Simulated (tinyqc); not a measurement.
# Chemical-mechanical planarisation: Preston law, pattern density and step-height reduction, step by step

A worked calculation. Computed by tinyqc, a small Python program that keeps every step. Command: `OMP_NUM_THREADS=1 python tinyqc.py 3019403 3019404 out.jsonl cmp walk`. One thread of a shared host (Intel(R) Xeon(R) Processor @ 2.30GHz), about 0.01 s of CPU time with the checks. Intermediate numbers are printed to about 6 digits and carried at full precision; extremes and crossings named in words are read from the listed rows.

A row of 8 cells, repeated periodically, holds raised features that cover a share rho of each cell.

Inputs (values chosen for the exercise, close to those used for copper polishing):
```
quantity                          value  unit
Preston coefficient K           2.5e-13  1/Pa
pressure P                           42   kPa
platen and carrier speed             80   rpm
distance between the centres         14    cm
initial step height h0              500    nm
contact height h_c                   68    nm
film above the raised areas z0      900    nm
cell size                             2    mm
planarisation length                5.5    mm
polish time t                        15     s
```

local pattern densities, cell by cell: 0.3  0.2  0.8  0.9  0.3  0.8  0.1  0.5

## Blanket rate

With equal rotation speeds the relative speed is uniform, v = omega r_c; Preston rate R0 = K P v.

relative speed v = 1.17286 m/s

blanket rate R0 = 12.3150 nm/s

## Effective density

The stiff pad averages the density: rho_eff(i) = sum_j w_ij rho_j / sum_j w_ij, w = exp(-2 d^2/L^2), L the planarisation length and d the distance between cell centres, summed over all periodic images of cell j.

normalised weights (images included) for cells 0, 1, 2, ... apart: 0.290140  0.222717  0.100758  0.027238  0.008433

effective densities: 0.382461  0.461720  0.573809  0.621985  0.577940  0.493909  0.415710  0.372466

Local densities span 0.1 to 0.9, effective ones 0.372 to 0.622.

## State at time t

While h > h_c only raised areas polish, at R0/rho_eff, until t_c = rho_eff (h0 - h_c)/R0. After that h = h_c exp(-(t - t_c)/tau), tau = rho_eff h_c/R0; low areas polish at R0 (1 - h/h_c) and raised areas at R0 [1 + (1 - rho_eff) h/(rho_eff h_c)]. Removed from raised areas after t_c: h0 - h_c + R0 (t - t_c) + (1 - rho_eff)(h_c - h); from low areas: R0 (t - t_c) - rho_eff (h_c - h). Film left = z0 less the removal from raised areas.

Cells:
```
cell   rho_eff  t_c (s)  step h (nm)  removed, raised (nm)  removed, low (nm)  film left on raised areas (nm)
1     0.382461  13.4164       32.125               473.657            5.78149                         426.343
2     0.461720  16.1967       99.918               400.082            0.00000                         499.918
3     0.573809  20.1287      178.071               321.929            0.00000                         578.071
4     0.621985  21.8186      203.006               296.994            0.00000                         603.006
5     0.577940  20.2736      180.372               319.628            0.00000                         580.372
6     0.493909  17.3259      125.992               374.008            0.00000                         525.992
7     0.415710  14.5827       56.696               443.744            0.44007                         456.256
8     0.372466  13.0658       26.550               481.831            8.38140                         418.169
```

range of film left across the row = 184.837 nm

largest remaining step = 203.006 nm

thinnest film left = 418.169 nm

3 of 8 cells have reached contact. The cell with the lowest rho_eff has lost the most film from its raised areas.

## Local against global planarity over time

Times are multiples of h0/R0; the range is the largest minus the smallest removal from raised areas.

Steps and range (nm):
```
multiple    t (s)  largest step  smallest step  range across the row  mean removal from raised areas
0.10       4.0601       419.612        365.760                53.852                          106.10
0.20       8.1202       339.224        231.519               107.705                          212.20
0.30      12.1802       258.837         97.279               161.557                          318.30
0.45      18.2703       138.255          5.414               173.624                          456.11
0.60      24.3605        32.440          0.280               136.846                          552.13
0.80      32.4806         3.050          0.005               125.909                          655.93
1.00      40.6008         0.287          0.000               124.867                          756.22
1.30      52.7810         0.008          0.000               124.762                          906.25
1.70      69.0213         0.000          0.000               124.759                         1106.25
```

Local steps shrink to 0.01 nm or less, but the range across the row reaches up to 173.6 nm among these rows and ends at 124.8 nm, against the limit (largest - smallest rho_eff) h0 = 124.8 nm: once flat, all cells polish alike and the difference stays. Evener density (dummy fill), a longer planarisation length or a smaller initial step reduces it. Caution: in the last rows the removal passes z0 somewhere, so they describe a thicker film than the one given.

Checks made by the program: volume removed per cell equals R0 t (relative difference below 1e-10).
